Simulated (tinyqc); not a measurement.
# Resistance of a tapered via with liner, size effect and interface: effects of single changes

A round via whose diameter grows from db at the bottom as D(z) = db + 2 z/tan(ang). The fill, of diameter D - 2 tl, starts above the bottom liner (thickness fb tl) and has rho = rho0 (1 + ks lam/(D - 2 tl)); the sidewall liner conducts in parallel with it. The bottom liner and the interface are crossed over the full area pi db^2/4. Spreading in the lines above and below is left out.

Parameters, values chosen for the exercise; fill metal close to tungsten:
```
symbol    value      unit                                                meaning
db           12        nm                                 diameter at the bottom
hv           24        nm                                                 height
ang          89   degrees                                         sidewall angle
rho0       5.33   uohm cm                           bulk resistivity of the fill
lam        15.5        nm                             mean free path of the fill
ks          1.4                                               size-effect factor
tl          1.5        nm                                  liner on the sidewall
fb          0.7                    liner at the bottom over that on the sidewall
rl          240   uohm cm                               resistivity of the liner
ri      4.3e-12  ohm cm^2                    interface resistivity at the bottom
Sb       9.1e14     S/m^2   ballistic conductance per area, about 3/(4 rho0 lam)
rho2       1.65   uohm cm  bulk resistivity of the second fill (close to copper)
lam2         40        nm                                     its mean free path
tl2         2.1        nm                                              its liner
```

Each table varies one quantity; the others keep the values above.

## Via resistance against the diameter at the bottom

Slices between z0 = fb tl and hv, evaluated at their midpoints: conductance per length pi/4 [(D - 2 tl)^2/rho + (D^2 - (D - 2 tl)^2)/rl], slice resistance = slice height over that. 2000 slices. R_fill = sum of the slices; R_bottom = rl fb tl/(pi db^2/4); R_interface = ri/(pi db^2/4); ballistic (Sharvin) limit 1/(Sb pi (db - 2 tl)^2/4); ideal cylinder rho0 hv/(pi db^2/4).

Via resistance against the diameter at the bottom:
columns A: db (nm); B: R_fill (ohm); C: R_bottom (ohm); D: R_interface (ohm); E: R (ohm); F: ballistic limit (ohm); G: R over ideal cylinder; H: largest part
```
A         B       C        D       E       F      G             H
6     694.9   89.13    15.21   799.2   155.5  17.67          fill
8.3   199.9   46.58    7.947   254.4   49.81  10.76          fill
11    73.54   26.52    4.525   104.6   21.86  7.769          fill
16    21.95   12.53    2.139   36.63   8.279  5.757          fill
22    8.596   6.629    1.131   16.36   3.876  4.861          fill
30    3.673   3.565   0.6083   7.846   1.919  4.336          fill
42    1.544   1.819   0.3104   3.674  0.9199  3.979  bottom liner
58   0.7028  0.9538   0.1628   1.819  0.4625  3.758  bottom liner
80   0.3318  0.5013  0.08555  0.9187  0.2360  3.610  bottom liner
```

R falls from 799 to 0.919 ohm. The fill is the largest part at db = 6, the bottom liner from 42 on. R goes as db^(-3.53) between the first two rows and db^(-2.12) between the last two; area alone gives -2. For db = 30, 42, 58, 80 the ballistic limit exceeds half of R_fill, so the diffusive model understates R.

## Via resistance against the height

Same model as above.

2000 slices.

The same in every row: R_bottom (ohm) = 22.28; R_interface (ohm) = 3.802; ballistic limit (ohm) = 17.27.

Results:
```
hv (nm)  R_fill (ohm)  R (ohm)  R over ideal cylinder  largest part
7.2             15.93    42.01                  12.38  bottom liner
10              22.87    48.95                  10.39          fill
15              34.80    60.88                  8.612          fill
22              50.58    76.66                  7.394          fill
32              71.41    97.50                  6.465          fill
66              130.1    156.1                  5.020          fill
96              170.0    196.1                  4.334          fill
```

Estimate the missing row, hv = 46 nm.

Computed row:
```
hv (nm)  R_fill (ohm)  R (ohm)  R over ideal cylinder  largest part
46              97.63    123.7                  5.706          fill
```

With this row back in the table: R rises from 42.0 to 196 ohm. The bottom liner is the largest part at hv = 7.2, the fill from 10 on. The share of the two bottom terms goes from 62.1 to 13.3 %. For hv = 7.2, 10 the ballistic limit exceeds half of R_fill, so the diffusive model understates R.

## Two fill metals against the diameter

2000 slices. R_fill = sum of the slices; R_bottom = rl fb tl/(pi db^2/4); R_interface = ri/(pi db^2/4). The second fill has rho2, lam2 and tl2 in place of rho0, lam and tl.

Two fill metals against the diameter:
```
db (nm)  R, first fill (ohm)  R, second fill (ohm)  ratio second/first
8.5                    235.1                 291.6               1.240
12                     80.98                 85.97               1.062
17                     31.26                 31.20              0.9983
24                     13.25                 13.05              0.9846
35                     5.520                 5.461              0.9893
49                     2.620                 2.615              0.9982
70                     1.218                 1.227               1.008
100                   0.5759                0.5847               1.015
```

Read the table: what changes, and by how much?

The ratio goes from 1.24 to 1.02. Ratios within a few per cent of 1 are a tie, given that ballistic terms are left out.

tinyqc, about 0.01 s, one thread, Intel Xeon 2.30GHz (shared host): `OMP_NUM_THREADS=1 python tinyqc.py 2750173 2750174 out.jsonl`
